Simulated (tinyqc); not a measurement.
# Frequency dispersion of an accumulation capacitance by border traps, distributed model, step by step

Numbers from tinyqc (`OMP_NUM_THREADS=1 python tinyqc.py 2202024 2202025 out.jsonl`; about 0.7 s on one thread of a shared Intel Xeon 2.30GHz). Printed values are rounded.

Traps spread evenly through the insulator exchange electrons with the semiconductor by tunnelling, with tau(x) = t0 exp(2 ka x) at depth x from the interface. The admittance per area Y seen at depth x obeys dY/dx = -Y^2/(i w eps0 eox) + q Nb ln(1 + i w tau)/tau, with Y(0) = i w Cs and w = 2 pi f; the gate sees Y(tox) = G + i w C. Working variable y = Y/(i w), in uF/cm^2. Cox = eps0 eox/tox.

Parameters, values chosen for the exercise; permittivity close to that of aluminium oxide:
- eox = 8.33 (relative permittivity of the insulator)
- tox = 9.3 nm (insulator thickness)
- Cs = 0.91 uF/cm^2 (semiconductor capacitance in accumulation)
- Nb = 1.3e20 cm^-3 eV^-1 (density of border traps)
- ka = 3.7 1/nm (decay constant of the wave function in the insulator)
- t0 = 2e-10 s (time constant of a trap at the interface)
- f = 1e5 Hz (frequency)
- xe = 1.9 nm (depth down to which the steps are taken)

Constants: q = 1.602176634e-19 C, eps0 = 8.8541878128e-14 F/cm where lengths are in cm. Results are converted to the units shown.

## Scales and lumped estimate

Cox; trap-free value 1/(1/Cox + 1/Cs); response depth d = ln(1/(w t0))/(2 ka), where w tau = 1; lumped estimate: all traps within d act as C_bt = q Nb d placed at d/2, so C = 1/{1/[1/(1/Cs + d/(2 eps0 eox)) + C_bt] + (tox - d/2)/(eps0 eox)}.

Cox = 0.793069 uF/cm^2
trap-free C = 0.423760 uF/cm^2
d = 1.21377 nm
C_bt = 2.52808 uF/cm^2
lumped C = 0.677982 uF/cm^2

The traps within reach amount to 2.78 Cs and lie in the first 13.1 % of the insulator.

## Midpoint steps through the active depth

In terms of y: dy/dx = -y^2/(eps0 eox) + s(x), s = q Nb ln(1 + z)/z, z = i w tau. 11 midpoint steps of h = xe/11: y_half = y + (h/2) y'(x, y), y(new) = y + h y'(x + h/2, y_half).

```
point    x (nm)  s (uF/(cm^2 nm))       y (uF/cm^2)
0             0  2.08283-0.00013i  0.91000+0.00000i
1      0.172727  2.08283-0.00047i  1.24244-0.00004i
2      0.345455  2.08283-0.00169i  1.55602-0.00019i
3      0.518182  2.08281-0.00606i  1.84750-0.00072i
4      0.690909  2.08253-0.02174i  2.11474-0.00259i
5      0.863636  2.07894-0.07783i  2.35658-0.00924i
6       1.03636  2.03464-0.27053i  2.57095-0.03274i
7       1.20909  1.65616-0.71060i  2.73686-0.10749i
8       1.38182  0.77481-0.77086i  2.76534-0.23080i
9       1.55455  0.24938-0.42241i  2.66870-0.29821i
10      1.72727  0.07215-0.17708i  2.53507-0.30782i
11          1.9  0.02031-0.06591i  2.40132-0.29145i
```

## Capacitance and conductance at the gate

y at xe = 2.40132-0.29145i uF/cm^2

Beyond xe the traps are ignored, so 1/y(tox) = 1/y(xe) + (tox - xe)/(eps0 eox); C = Re y, G/w = -Im y, loss tangent G/(w C).

y at the gate = 0.706483-0.024892i uF/cm^2
C = 0.706483 uF/cm^2
G/w = 0.0248920 uF/cm^2
loss tangent = 0.0352337

A fine integration over the whole insulator gives C = 0.70747 and G/w = 0.02581 uF/cm^2; the coarse G/w is 3.5 % below that. The fine C is 67 % above the trap-free value, and the lumped estimate is 4.2 % below the fine result.
